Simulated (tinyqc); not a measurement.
Grain-boundary trapping model (Seto) of a polycrystalline semiconductor film: one step, computed by the program tinyqc.

Grains of equal size L are joined by thin boundaries with one trap level. Trapped carriers deplete a width W on each side and raise a barrier, crossed by thermionic emission. Dopants are fully ionised, statistics are non-degenerate and mu_g does not depend on T.

Question. Activation energy. N_c(T) = N_c (T/300 K)^(3/2). Filled traps Q = Q_t/(1 + (1/2) exp((E_t* - E_F)/k_B T)), where E_t* = e V_B - E_t and E_F are counted from the band edge at the grain centre. Partial depletion: Q = 2 N W, V_B = e N W^2/(2 eps eps_0), E_F = k_B T ln(N/N_c); solve for W. If that W would exceed L/2 the grain is fully depleted: W = L/2, Q = N L, and E_F follows from the trap equation. Centre density n_0 = N_c exp(E_F/k_B T). Boundary: sigma_b = L e^2 n_0 exp(-e V_B/k_B T)/sqrt(2 pi m k_B T); drift through the grain, depleted parts included: rho_g = [(1 - 2W/L) + (2W/L) int_0^1 exp(y^2 s^2) ds]/(e n_0 mu_g); rho = 1/sigma_b + rho_g. Mean carrier density n_av = n_0 [(1 - 2W/L) + (2W/L) (sqrt(pi)/2) erf(y)/y], y = sqrt(e V_B/k_B T); effective mobility 1/(e n_av rho). E_a = d ln(rho)/d(1/k_B T) from T - 5 K and T + 5 K; temperature coefficient d ln(rho)/dT.

Inputs (values chosen for the exercise, modelled on polycrystalline ZnO):
```
quantity                                     value        unit
permittivity eps                               8.3           -
effective mass m                              0.26         m_0
effective density of states at 300 K, N_c  3.6e+18      1/cm^3
grain size L                                    41          nm
trap density Q_t                           1.1e+12      1/cm^2
trap level E_t below the band edge            0.49          eV
doping N                                   4.3e+16      1/cm^3
mobility inside the grains mu_g                 93  cm^2/(V s)
temperature T                                  250           K
```

Grain interior: resistance included.

Constants: k_B = 8.617333262e-05 eV/K; e = 1.602176634e-19 C; eps_0 = 8.8541878128e-12 F/m; m_0 = 9.1093837015e-31 kg; k_B = 1.380649e-23 J/K.

Give: activation energy E_a; temperature coefficient.

Answer.

activation energy E_a = 0.51099 eV

temperature coefficient = -9.4915 %/K
